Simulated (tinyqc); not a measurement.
Donor binding, ionisation and the Mott limit: two steps of the calculation.

Hydrogenic donor: Ry = (m0 q^3/(8 eps0^2 h^2)) me/eps_r^2 in eV, E0 = cc Ry, radius a = q/(8 pi eps0 eps_r E0), Mott density Nm = (0.26/a)^3. Below Nm the level sinks as Ed = E0 [1 - (N/Nm)^(1/3)]. Neutrality: Nc F12(eta) = N/(1 + 2 exp(eta + Ed/kB T)), F12(x) = (2/sqrt(pi)) int_0^infinity sqrt(u)/(1 + exp(u - x)) du.

Parameters, values chosen for the exercise; band and dielectric values close to those of gallium arsenide:
```
symbol,value,unit,meaning
T,200,K,temperature
eps_r,12.9,,relative permittivity
me,0.0673,m0,"mass in the hydrogenic formula, set independently of Nc"
Nc,2.42e17,cm^-3,conduction-band density of states at 200 K
cc,1,,ratio of the true binding energy to the hydrogenic one
N,2.2e15,cm^-3,donor density
```

Constants: q = 1.602176634e-19 C, kB = 1.380649e-23 J/K, eps0 = 8.8541878128e-12 F/m, h = 6.62607015e-34 J s, m0 = 9.1093837015e-31 kg, Vt = kB T/q. Results are converted to the units shown.

Task 1. Binding energy, radius and Mott density. The mean spacing of the donors is N^(-1/3).

Give: Ry; E0; a; Nm; spacing over a; Ed.

Result 1.

Ry = 5.5025 meV
E0 = 5.5025 meV
a = 10.143 nm
Nm = 1.6842e16 cm^-3
spacing over a = 7.5802
Ed = 2.7106 meV

Task 2. Ionisation. Solve the neutrality equation for eta. Boltzmann form: with k = (Nc/2) exp(-Ed/kB T) the ionised share is [-k + sqrt(k^2 + 4 k N)]/(2 N).

Ed = 2.7105541 meV

Find: eta; ionised share; n; ionised share, Boltzmann form.

Result 2.

eta = -4.718
ionised share = 97.95 %
n = 2.155e15 cm^-3
ionised share, Boltzmann form = 97.96 %

With the level held at E0 the share would be 97.6 %.

Range of the model: A sharp level with degeneracy 2 overstates freeze-out near Nm, where the impurity band broadens and merges with the conduction band.

Program tinyqc, `OMP_NUM_THREADS=1 python tinyqc.py 2330153 2330154 out.jsonl`; Intel Xeon 2.30GHz, shared host, one thread, about 0.01 s.
